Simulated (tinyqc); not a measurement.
Implant damage, amorphisation by cascade overlap, and solid-phase epitaxial regrowth: one step, computed by the program tinyqc. Command: `OMP_NUM_THREADS=1 python tinyqc.py 3110433 3110434 out.jsonl sper walk`. One thread of a shared host (Intel(R) Xeon(R) Processor @ 2.30GHz), about 0.01 s of CPU time with the checks.

Range and width of the damage are inputs. Dynamic annealing enters only through the surviving share f.

Task: Overlap model. Gibbons model: a point turns amorphous after n + 1 hits; with y = A_i Q the amorphous share is 1 - exp(-y) sum_(k=0..n) y^k/k!. Doses are set by y.

Inputs (values chosen for the exercise, modelled on indium ions in germanium): overlaps needed n = 1; area amorphised by one track A_i = 3.9 nm^2.

Give: the table «Amorphous share» with the columns Q (1/cm^2), direct impact (n = 0), given n, for y = 0.1, 0.3, 0.6, 1.0, 2.0, 3.0, 5.0, 8.0.

Result:

Amorphous share:
```
y    Q (1/cm^2)  direct impact (n = 0)  given n
0.1   2.564e+12                 0.0952   0.0047
0.3   7.692e+12                 0.2592   0.0369
0.6   1.538e+13                 0.4512   0.1219
1.0   2.564e+13                 0.6321   0.2642
2.0   5.128e+13                 0.8647   0.5940
3.0   7.692e+13                 0.9502   0.8009
5.0   1.282e+14                 0.9933   0.9596
8.0   2.051e+14                 0.9997   0.9970
```

At small y the share grows as y^2; between the first rows the exponent is 1.88.
